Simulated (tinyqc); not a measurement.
Effective charge: two electrons on one impurity (helium-like model).

Units Ha* = 2 Ry m/eps^2 and a* = a0 eps/m. One electron is bound by Z^2/2. Two electrons in the singlet built from exp(-a r) and exp(-b r): S = 8 (ab)^(3/2)/(a + b)^3, h_aa = a^2/2 - Z a, h_bb alike, h_ab = S (ab/2 - Z (a + b)/2), J = ab (a^2 + 3ab + b^2)/(a + b)^3, K = 20 (ab)^3/(a + b)^5, E = (h_aa + h_bb + 2 S h_ab + J + K)/(1 + S^2). For a = b this is a^2 - 2 Z a + 5a/8. Real double donors are deeper, since the central cell is left out.

Parameters, chosen for this exercise (out of a larger set: near those of impurities in Ge; not measured data): m = 0.163 m0 (one mean mass); eps = 15.9 (dielectric constant); Zs = (0.99, 1.03, 1.24, 1.64, 2.03, 2.49, 3.93) (charges).

Ha* = 17.5446 meV

Binding of the first electron, of the second (-E - Z^2/2) with equal and with unequal orbitals, and U, the first less the second (unequal).

Results (meV):

| Z | first | second, equal | second, unequal | a/b | U | U/(Z Ha*) |
|---|---|---|---|---|---|---|
| 0.99 | 8.6 | -0.54 | 0.18 | 3.79 | 8.4 | 0.485 |
| 1.03 | 9.3 | -0.27 | 0.41 | 3.39 | 8.9 | 0.492 |
| 1.24 | 13.5 | 1.60 | 2.19 | 2.55 | 11.3 | 0.519 |
| 1.64 | 23.6 | 7.32 | 7.84 | 2.04 | 15.8 | 0.547 |
| 2.03 | 36.1 | 15.60 | 16.09 | 1.82 | 20.1 | 0.563 |
| 2.49 | 54.4 | 28.80 | 29.27 | 1.68 | 25.1 | 0.575 |
| 3.93 | 135.5 | 94.11 | 94.55 | 1.48 | 40.9 | 0.594 |

What can be read from this table?

Equal orbitals bind a second electron only above Z = (5/16)/(1 - 1/sqrt2) = 1.067; unequal ones do so in 7 of the 7 rows. Their gain is 0.72 meV in the first row and 0.44 in the last, while the second binding grows to 95 meV, so the gain decides the matter only near Z = 1. U grows almost linearly with Z: U/(Z Ha*) goes from 0.485 to 0.594, towards 5/8, while the first binding grows as Z^2. Angular correlation is left out: at Z = 1 this function binds the second electron by 0.0133 Ha*, half the exact 0.0278.

Computed by tinyqc, a small Python program: `OMP_NUM_THREADS=1 python tinyqc.py 1281682 1281683 out.jsonl` (the numbers bound the seed that draws the inputs); one thread of a shared host (Intel(R) Xeon(R) Processor @ 2.30GHz), about 0.06 s for the whole set of steps.
